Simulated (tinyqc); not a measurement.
# Joule-heated wire on a substrate, fin equation: what changes with what

A wire of length L loses heat along itself to two contacts and sideways to the substrate: kap A theta'' - g theta + p = 0 with theta = T - T0 and p = p0. The ends are held at T0. Constant conductivity, diffusive heat flow.

Inputs (values chosen for the exercise): conductivity along the wire kap = 270 W/(m K); cross-section A = 1200 nm^2; conductance per length to the substrate g = 0.91 W/(m K); length between the contacts L = 1200 nm; thermal resistance of each contact Rc = 0 K/uW; heating per length p0 = 0.068 uW/nm.

Each table varies one quantity; the others keep the values above.

## Effect of the length between the contacts

The equation is solved on 800 equal steps and the peak is the largest node value. LH = sqrt(kap A/g); the share is the integral of g theta over that of p.

The same in every row: LH (nm) = 596.7.

Effect of the length between the contacts:

| L (nm) | L/LH | peak theta (K) | peak/(p0/g) | share to the substrate (%) |
|---|---|---|---|---|
| 300 | 0.5028 | 2.300 | 0.03079 | 2.055 |
| 480 | 0.8044 | 5.662 | 0.07577 | 5.065 |
| 770 | 1.290 | 13.25 | 0.1773 | 11.90 |
| 1200 | 2.011 | 26.50 | 0.3547 | 24.03 |
| 2000 | 3.352 | 47.70 | 0.6384 | 44.37 |
| 3200 | 5.363 | 64.54 | 0.8637 | 63.05 |
| 5200 | 8.715 | 72.81 | 0.9744 | 77.06 |
| 8400 | 14.08 | 74.59 | 0.9982 | 85.79 |

As L goes from 300 to 8400 nm, the peak theta rises from 2.30 to 74.6 K and the share of heat to the substrate rises from 2.05 to 85.8 %; L/LH goes from 0.50 to 14. Where L/LH is smallest the peak reaches 0.031 of p0/g, where it is largest 1.0: contacts cool the wire only within a few healing lengths.

## Effect of the cross-section

Same model as above.

Effect of the cross-section:

| A (nm^2) | LH (nm) | L/LH | peak theta (K) | peak/(p0/g) | share to the substrate (%) |
|---|---|---|---|---|---|
| 150 | 211.0 | 5.688 | 66.06 | 0.8840 | 65.08 |
| 300 | 298.3 | 4.022 | 55.07 | 0.7370 | 52.03 |
| 600 | 421.9 | 2.844 | 40.66 | 0.5441 | 37.41 |
| 1200 | 596.7 | 2.011 | 26.50 | 0.3547 | 24.03 |
| 2400 | 843.9 | 1.422 | 15.59 | 0.2086 | 14.02 |
| 4800 | 1193 | 1.006 | 8.542 | 0.1143 | 7.653 |
| 9600 | 1688 | 0.7110 | 4.486 | 0.06003 | 4.010 |

As A goes from 150 to 9600 nm^2, the peak theta falls from 66.1 to 4.49 K and the share of heat to the substrate falls from 65.1 to 4.01 %; L/LH goes from 5.7 to 0.71. Where L/LH is smallest the peak reaches 0.060 of p0/g, where it is largest 0.88.

## Effect of the conductivity along the wire

Same model as above.

Effect of the conductivity along the wire:

| kap (W/(m K)) | LH (nm) | L/LH | peak theta (K) | peak/(p0/g) | share to the substrate (%) |
|---|---|---|---|---|---|
| 27 | 188.7 | 6.360 | 68.52 | 0.9170 | 68.66 |
| 58 | 276.6 | 4.339 | 57.87 | 0.7745 | 55.09 |
| 130 | 414.0 | 2.898 | 41.47 | 0.5550 | 38.20 |
| 270 | 596.7 | 2.011 | 26.50 | 0.3547 | 24.03 |
| 580 | 874.5 | 1.372 | 14.69 | 0.1966 | 13.21 |
| 1300 | 1309 | 0.9165 | 7.214 | 0.09654 | 6.458 |
| 2700 | 1887 | 0.6360 | 3.625 | 0.04851 | 3.239 |

What does the table show?

As kap goes from 27 to 2700 W/(m K), the peak theta falls from 68.5 to 3.62 K and the share of heat to the substrate falls from 68.7 to 3.24 %; L/LH goes from 6.4 to 0.64. Where L/LH is smallest the peak reaches 0.049 of p0/g, where it is largest 0.92: contacts cool the wire only within a few healing lengths.

Program tinyqc, `OMP_NUM_THREADS=1 python tinyqc.py 2520151 2520152 out.jsonl`; Intel Xeon 2.30GHz, shared host, one thread, about 0.01 s.
